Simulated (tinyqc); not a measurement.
Quantum-confined Stark effect in a modulator well, step by step. Values are carried at full precision from step to step, so a last printed digit may differ when a step is redone from the rounded ones.

Constants: hbar^2/2m0 = 3.80998211 eV angstrom^2; e^2/(4 pi eps0) = 14.39964547 eV angstrom; hc = 1239.841984 eV nm.

Parameters, chosen for this exercise (near those of a GaAs well in AlGaAs; not measured data):
- L = 138 angstrom (well width)
- me = 0.0664 m0 (electron, well)
- mh = 0.347 m0 (heavy hole along z, well)
- F = 43 kV/cm (field)
- Vc = 0.257 eV (conduction offset)
- Vv = 0.137 eV (heavy-hole offset)
- meb = 0.0926 m0 (electron, barrier)
- mhb = 0.375 m0 (heavy hole, barrier)
- Eg = 1.437 eV (gap of the well)
- mp = 0.165 m0 (heavy hole in the plane)
- eps = 12.3 (dielectric constant)
- dE = 12 meV (operating point below the zero-field line)
- G = 6 meV (half width of the exciton line)

## Estimate for hard walls

Second order: each level moves by -C m (e F)^2 L^4/(2c), C = (15/pi^2 - 1)/(24 pi^2), c = hbar^2/2m0, 1 kV/cm = 1e-5 eV/angstrom. It holds while e F L is no more than about twice 3 c pi^2/(m L^2).

Estimate:
```
carrier,shift (meV),e F L over the level spacing
electron,-1.28,0.67
heavy hole,-6.70,3.48
```

The hole, 5.2 times heavier, carries 84 % of the estimated shift; for it the ratio exceeds 3, so second order overstates its shift, by 13 % at a ratio of 3 and 60 % at 8.

## Levels and envelopes

Envelopes on cells of 0.5 angstrom over the well |z| < L/2 and 45 angstrom of barrier on each side, psi = 0 beyond, psi'/m continuous (mean mass between points), c = hbar^2/2m0. The electron sees + e F z and the hole - e F z, each with its offset in the barriers; 1 kV/cm = 1e-5 eV/angstrom. Light holes, band mixing and escape by tunnelling are left out.

Ground levels, squared overlap and separation <z>_h - <z>_e without and with the field.

Results:
```
F (kV/cm),E_e (meV),E_h (meV),overlap^2,separation (angstrom)
0,18.85,4.41,0.991,0.0
43,15.69,-4.20,0.445,47.3
```

The electron level moves by -3.16 meV (2.5 times the hard-wall estimate, since it leaks into the barriers and sees a wider well) and the hole level by -8.61 meV (1.29 times).

## Exciton

Exciton: in-plane function exp(-rho/lam), 1/mu = 1/me + 1/mp, E(lam) = c/(mu lam^2) - (q/eps) times the integral over k of Fm(k)(1 + (k lam/2)^2)^(-3/2), Fm(k) the double integral of psi_e^2 psi_h^2 exp(-k |z - z'|), q = e^2/(4 pi eps0); binding Eb = -E at the minimum. Line at Eg + E_e + E_h - Eb, strength proportional to overlap^2/lam^2.

Minimise over lam without and with the field.

Results:
```
F (kV/cm),lam (angstrom),Eb (meV),line (eV),nm,overlap^2/lam^2 (1e-4/angstrom^2)
0,127.6,8.18,1.4521,853.8,0.6093
43,149.3,6.73,1.4418,859.9,0.1995
```

The weaker binding gives back 1.46 meV of the red shift, leaving 10.3 meV; the strength falls to 33 %.

## Contrast at the operating point

With a Gaussian line of half width G, the absorption at E_op = line(0) - dE is proportional to strength x exp(-ln2 ((E_op - line)/G)^2); continuum absorption is left out. Give it at both fields, relative to the zero-field peak.

E_op = 1.4401 eV
wavelength = 861.0 nm

absorption without and with the field: 0.062  0.31

The field changes the absorption by +0.25 of the zero-field peak. The zero-field tail still absorbs here, since dE is no more than 2G, which costs insertion loss.

## Checks

- Zero-field levels against the matching condition of the square well, meV: largest difference 1.3e-02.
- Slope d(E_e + E_h)/dF against minus the separation (Hellmann-Feynman), angstrom: both -47.3.

Program tinyqc; command `OMP_NUM_THREADS=1 python tinyqc.py 1252447 1252448 out.jsonl`; about 0.1 s on one thread of a shared Intel(R) Xeon(R) Processor @ 2.30GHz.
